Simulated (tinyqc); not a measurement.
# Absorption edge of a degenerate semiconductor, band filling against gap narrowing, step by step

Computed by the program tinyqc: `OMP_NUM_THREADS=1 python tinyqc.py 2330124 2330125 out.jsonl`, one thread of a shared Intel Xeon 2.30GHz, about 0.01 s for the whole run. Printed values are rounded.

n-type, parabolic bands, full ionisation. eta = (EF - Ec)/kB T solves N = Nc F12(eta), F12(x) = (2/sqrt(pi)) int_0^infinity sqrt(u)/(1 + exp(u - x)) du. The gap shrinks rigidly by dEg = a3 y^(1/3) + a4 y^(1/4) + a2 y^(1/2), y = N/1e18 cm^-3, an empirical law that is here taken as the true narrowing.

Inputs (values chosen for the exercise); band and dielectric values close to those of gallium arsenide:
- T = 400 K (temperature)
- Eg = 1.39 eV (band gap)
- Nc = 6.66e17 cm^-3 (conduction-band density of states at 400 K, from me)
- me = 0.0667 m0 (electron mass)
- mh = 0.493 m0 (hole mass)
- N = 1.5e17 cm^-3 (ionised donor density)
- a3 = 12 meV (coefficient of (N/1e18)^(1/3))
- a4 = 8.6 meV (coefficient of (N/1e18)^(1/4))
- a2 = 2.8 meV (coefficient of (N/1e18)^(1/2))

Constants: q = 1.602176634e-19 C, kB = 1.380649e-23 J/K, h = 6.62607015e-34 J s, c = 299792458 m/s, Vt = kB T/q. Results are converted to the units shown.

Range of the model: Band tails, non-parabolic bands and incomplete ionisation are left out.

## Iteration 1: Fermi level

eta at the start (Boltzmann value) = -1.4907

Newton step on ln F12(eta) = ln(N/Nc): eta(new) = eta - ln(Nc F12/N) F12/Fm, Fm(x) = dF12/dx = (1/sqrt(pi)) int_0^infinity u^(-1/2)/(1 + exp(u - x)) du.

F12 = 0.209203
Fm = 0.194873
eta after iteration 1 = -1.41148

## Course of the iteration

Stop when eta changes by less than 1e-9.

Course of the iteration:
```
iteration       eta   change
1          -1.41148   0.0792
2          -1.41127  2.04e-4
3          -1.41127  1.40e-9
4          -1.41127  < 1e-14
```

Converged in 4 iterations.

## The optical edge

converged eta = -1.41127

Vertical transitions need an empty final state: the edge is taken where the state lies 4 kB T below EF, E_opt = Eg - dEg + (1 + me/mh) max(eta - 4, 0) kB T; wavelength h c/(q E_opt).

dEg = 12.8125 meV
EF - Ec = -48.6457 meV
filling shift = 0 meV
E_opt = 1.37719 eV
wavelength = 900.271 nm

The edge lies 12.8 meV below the undoped gap: narrowing outweighs filling.
